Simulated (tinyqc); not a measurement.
Worked calculation: Wannier function of the lower band of a two-orbital chain. Values are carried at full precision from step to step, so a last printed digit may differ when a step is redone from the rounded ones.

H(k) = [[-d/2 - 2 ta cos k, -t1 - t2 exp(-ik)], [-t1 - t2 exp(ik), d/2 - 2 tb cos k]], k in 1/a, Bloch sums with exp(ikR) and without the positions inside the cell. Mesh k_j = 2 pi j/N. Projection gauge: each lower eigenvector u is multiplied by the phase that makes <trial|u> real and positive (the one-band case of Loewdin orthogonalisation). Wannier amplitudes w(R) = (1/N) sum_k exp(ikR) u(k); hoppings H(R) = (1/N) sum_k exp(-ikR) E(k).

Values chosen for the exercise:
```
symbol  value  unit      meaning
d       -1.03  eV        A at -d/2, B at +d/2
t1      1.51   eV        A-B in the cell
t2      1.06   eV        B to A of the next cell
ta      0.37   eV        A-A between cells
tb      -0.2   eV        B-B between cells
N       5                k points
th      45     degrees   trial orbital cos(th) A + sin(th) B in cell 0
xb      0.58   a         position of B (A at 0)
a       5.3    angstrom  period
kq      0.7    1/a       point off the mesh
```

## Bloch states in the projection gauge

Diagonalise at each mesh point and fix the phase.

Mesh:
```
j,E lower (eV),E upper (eV),u_A,u_B,|<trial|u>|
0,-2.7406,2.4006,0.71463,0.69950,0.9999
1,-2.1757,2.0706,0.62449-0.17382i,0.74134+0.17382i,0.9658
2,-1.1916,1.4667,0.30977-0.19195i,0.91124+0.19195i,0.8634
3,-1.1916,1.4667,0.30977+0.19195i,0.91124-0.19195i,0.8634
4,-2.1757,2.0706,0.62449+0.17382i,0.74134-0.17382i,0.9658
```

The projection is smallest at j = 2 and 3 (0.8634); the gauge is smooth as long as it stays away from zero.

## The Wannier function

w(R) = (1/N) sum_j exp(2 pi i j R/N) u_j, for the N cells nearest the origin; it is real.

Amplitudes:
```
R,on A,on B
-2,0.0113,-0.0195
-1,0.0086,0.0479
0,0.5166,0.8009
1,0.2311,-0.1746
2,-0.0530,0.0448
```

norm = 1.0000

Cell 0 holds 90.8 % of the weight.

## Centre and spread in real space

Point-like orbitals at R (A) and R + xb (B): centre <x>, spread <x^2> - <x>^2.

centre in units of a = 0.483
centre in angstrom = 2.558
spread = 3.898 angstrom^2

## The same from overlaps (Marzari-Vanderbilt)

b = 2 pi/N; M_j = u_j^+ diag(1, exp(-i b xb)) u_(j+1), with u_N = u_0. Centre = -(1/2 pi) sum arg M_j; gauge-invariant part Omega_I = (1/(N b^2)) sum (1 - |M_j|^2); gauge-dependent part Omega_D = (1/(N b^2)) sum (arg M_j + b centre)^2.

Overlaps:
```
j,|M_j|,arg M_j (rad)
0,0.9895,-0.3930
1,0.9260,-0.6362
2,0.7901,-1.0133
3,0.9260,-0.6362
4,0.9895,-0.3930
```

centre from overlaps = 0.489 a
Omega_I = 0.0890 a^2
Omega_D = 0.0327 a^2

The centre is the Berry phase over 2 pi and does not depend on the trial orbital (modulo a). Omega_D is 26.9 % of the total; in one dimension a gauge that spreads the phase evenly removes it. The total is 0.1216 a^2, against 0.1390 a^2 (centre 0.485 a) in real space on 96 cells.

## Hoppings and interpolation

H(R) = (1/N) sum_j E_j cos(2 pi j R/N) for R = 0 to N/2. Interpolation: E(k) = H(0) + 2 sum H(R) cos(kR), the term R = N/2 of an even mesh counted once.

H(0), H(1), ... (eV): -1.8950  -0.4314  0.0087

interpolated E(kq) = -2.5520 eV

The exact value is -2.5504 eV; the interpolation is off by -1.6 meV. Though the chain has short hoppings, the single band has longer ones, made by paths through the other orbital, which the tails of the Wannier function carry.

## Checks

- Centre from overlaps against the real-space centre on 200 points: both 0.4852.
- Omega_I + Omega_D against the real-space spread on 200 points: both 0.139.

Computed by tinyqc, a small Python program: `OMP_NUM_THREADS=1 python tinyqc.py 1450213 1450214 out.jsonl` (the numbers bound the seed that draws the inputs); one thread of a shared host (Intel(R) Xeon(R) Processor @ 2.30GHz), about 0.3 s for the whole set of steps.
